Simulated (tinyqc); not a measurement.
Plane-averaged potentials: correction of a charged-defect supercell by a model charge and potential alignment (plane-averaged potentials). Computed by tinyqc, a small Python program. Command: `OMP_NUM_THREADS=1 python tinyqc.py 3112592 3112593 out.jsonl align walk`. One thread of a shared host (Intel(R) Xeon(R) Processor @ 2.30GHz), about 0.01 s of CPU time with the checks.

The "true" defect charge is (1 - x) q in a Gaussian of width sigma plus x q in one of width sigma_t, so the exact answer is known; the correction sees only a single model Gaussian of width sigma_m. A Gaussian of width s has the transform rho(G) = exp(-G^2 s^2/2), normalised to 1. A uniform background cancels q, so G = 0 is left out. Potentials are those felt by a unit positive charge. E_0 is the formation energy of the isolated defect, E_cell its value in the supercell, E_lat = E_iso - E_per of the model charge, C the true less the model potential far from the defect; the exact correction is E_0 - E_cell, and the error of a scheme is E_cell plus its correction less E_0.

Inputs (values chosen for the exercise, with screening close to that of GaAs):
```
quantity                               value      unit
defect charge q                           -2         e
dielectric constant eps                 12.6         -
edge of the cubic cell L                10.6  angstrom
width sigma of the true defect charge   0.85  angstrom
width sigma_m of the model charge       0.69  angstrom
share x of the charge in a wide tail    0.28         -
width sigma_t of the tail                1.6  angstrom
```

Constants: e^2/(4 pi eps_0) = 14.39964548 eV angstrom.

Method. Plane-averaged potential at distance z from the defect: V(z) = (4 pi q/(eps L^3)) (e^2/(4 pi eps_0 e)) sum_(m != 0) rho(G_m) cos(G_m z)/G_m^2, G_m = 2 pi m/L, |m| <= 40.

Potentials (V):
```
z/L   z (angstrom)      true     model  difference
0.00          0.00  -0.13262  -0.16118    0.028558
0.05          0.53  -0.12177  -0.14477    0.023001
0.10          1.06  -0.09340  -0.10485    0.011458
0.15          1.59  -0.05646  -0.05817    0.001709
0.20          2.12  -0.01869  -0.01472   -0.003965
0.25          2.65   0.01568   0.02249   -0.006810
0.30          3.18   0.04480   0.05297   -0.008166
0.35          3.71   0.06790   0.07668   -0.008778
0.40          4.24   0.08458   0.09361   -0.009031
0.45          4.77   0.09465   0.10377   -0.009124
0.50          5.30   0.09801   0.10716   -0.009147
```

What follows from these numbers?

The difference moves by 0.12 mV between z/L = 0.4 and 0.5: a plateau.
